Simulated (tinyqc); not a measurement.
Worked calculation: Pariser-Parr-Pople SCF with singles CI, for the molecule C=CC=CC=C(N)C=C (SMILES; centres numbered as the heavy atoms are written). One step of it, computed by the program tinyqc.

Question. Iteration 1: Fock matrix. F_rr = H_rr + P_rr gamma_rr / 2 + sum_(s != r) P_ss gamma_rs; F_rs = H_rs - P_rs gamma_rs / 2; E = tr P (H + F) / 2 + core repulsion sum_(r<s) z_r z_s gamma_rs.

P at the start:
```
           1C         2C         3C         4C         5C         6C         7N         8C
1C   1.241596   0.815959  -0.241596  -0.271091   0.241596   0.107458  -0.257857   0.000000
2C   0.815959   1.000000   0.544869   0.000000  -0.163633   0.000000   0.100681   0.020408
3C  -0.241596   0.544869   1.241596   0.652326  -0.241596  -0.156350   0.257857   0.000000
4C  -0.271091   0.000000   0.652326   1.000000   0.659609   0.000000  -0.247172  -0.069301
5C   0.241596  -0.163633  -0.241596   0.659609   1.241596   0.515074  -0.257857   0.000000
6C   0.107458   0.000000  -0.156350   0.000000   0.515074   1.000000   0.729764   0.407616
7N  -0.257857   0.100681   0.257857  -0.247172  -0.257857   0.729764   1.275213   0.000000
8C   0.000000   0.020408   0.000000  -0.069301   0.000000   0.407616   0.000000   1.000000
9C  -0.087050   0.000000   0.107458   0.000000  -0.176759   0.000000  -0.347853   0.910291

           9C
1C  -0.087050
2C   0.000000
3C   0.107458
4C   0.000000
5C  -0.176759
6C   0.000000
7N  -0.347853
8C   0.910291
9C   1.000000
```

core matrix H (eV):
```
            1C          2C          3C          4C          5C          6C          7N          8C
1C  -34.563375   -2.220000    0.000000    0.000000    0.000000    0.000000    0.000000    0.000000
2C   -2.220000  -39.312439   -2.220000    0.000000    0.000000    0.000000    0.000000    0.000000
3C    0.000000   -2.220000  -42.273961   -2.220000    0.000000    0.000000    0.000000    0.000000
4C    0.000000    0.000000   -2.220000  -45.217544   -2.220000    0.000000    0.000000    0.000000
5C    0.000000    0.000000    0.000000   -2.220000  -46.033036   -2.220000    0.000000    0.000000
6C    0.000000    0.000000    0.000000    0.000000   -2.220000  -48.614604   -2.080000   -2.220000
7N    0.000000    0.000000    0.000000    0.000000    0.000000   -2.080000  -54.429955    0.000000
8C    0.000000    0.000000    0.000000    0.000000    0.000000   -2.220000    0.000000  -42.912044
9C    0.000000    0.000000    0.000000    0.000000    0.000000    0.000000    0.000000   -2.220000

            9C
1C    0.000000
2C    0.000000
3C    0.000000
4C    0.000000
5C    0.000000
6C    0.000000
7N    0.000000
8C   -2.220000
9C  -38.215986
```

repulsion gamma_rs (eV):
```
           1C         2C         3C         4C         5C         6C         7N         8C
1C  11.130000   5.344829   3.871592   2.881123   2.343721   1.946694   1.933519   1.680539
2C   5.344829  11.130000   5.345303   3.872630   2.881112   2.343721   2.368672   1.946960
3C   3.871592   5.345303  11.130000   5.346616   3.872553   2.881190   2.752825   2.344101
4C   2.881123   3.872630   5.346616  11.130000   5.344187   3.871515   3.758320   2.881112
5C   2.343721   2.881112   3.872553   5.344187  11.130000   5.344829   4.166440   3.872630
6C   1.946694   2.343721   2.881190   3.871515   5.344829  11.130000   5.923541   5.346944
7N   1.933519   2.368672   2.752825   3.758320   4.166440   5.923541  16.800000   4.167464
8C   1.680539   1.946960   2.344101   2.881112   3.872630   5.346944   4.167464  11.130000
9C   1.467840   1.680539   1.946957   2.343721   2.881123   3.872630   3.759174   5.344829

           9C
1C   1.467840
2C   1.680539
3C   1.946957
4C   2.343721
5C   2.881123
6C   3.872630
7N   3.759174
8C   5.344829
9C  11.130000
```

Centres (angstrom, eV; a flat drawing with bonds scaled to 1.40 angstrom):
```
centre          x          y  core charge z          W   gamma_rr
1C      -4.474000  -0.216000              1  11.160000  11.130000
2C      -3.213000   0.393000              1  11.160000  11.130000
3C      -2.055000  -0.394000              1  11.160000  11.130000
4C      -0.795000   0.215000              1  11.160000  11.130000
5C       0.363000  -0.573000              1  11.160000  11.130000
6C       1.624000   0.036000              1  11.160000  11.130000
7N       1.727000   1.432000              2  25.600000  16.800000
8C       2.781000  -0.751000              1  11.160000  11.130000
9C       4.042000  -0.142000              1  11.160000  11.130000
```

Give: F; pi energy.

Answer.

F (eV):
```
         1C       2C       3C       4C       5C       6C        7N       8C
1C  -4.1503  -4.4006   0.4677   0.3905  -0.2831  -0.1046    0.2493   0.0000
2C  -4.4006  -4.0330  -3.6762   0.0000   0.2357   0.0000   -0.1192  -0.0199
3C   0.4677  -3.6762  -4.3748  -3.9639   0.4678   0.2252   -0.3549   0.0000
4C   0.3905   0.0000  -3.9639  -5.0401  -3.9825   0.0000    0.4645   0.0998
5C  -0.2831   0.2357   0.4678  -3.9825  -5.7685  -3.5965    0.5372   0.0000
6C  -0.1046   0.0000   0.2252   0.0000  -3.5965  -7.4306   -4.2414  -3.3098
7N   0.2493  -0.1192  -0.3549   0.4645   0.5372  -4.2414  -12.7494   0.0000
8C   0.0000  -0.0199   0.0000   0.0998   0.0000  -3.3098    0.0000  -6.7076
9C   0.0639   0.0000  -0.1046   0.0000   0.2546   0.0000    0.6538  -4.6527

         9C
1C   0.0639
2C   0.0000
3C  -0.1046
4C   0.0000
5C   0.2546
6C   0.0000
7N   0.6538
8C  -4.6527
9C  -6.7985
```

pi energy = -131.4270 eV
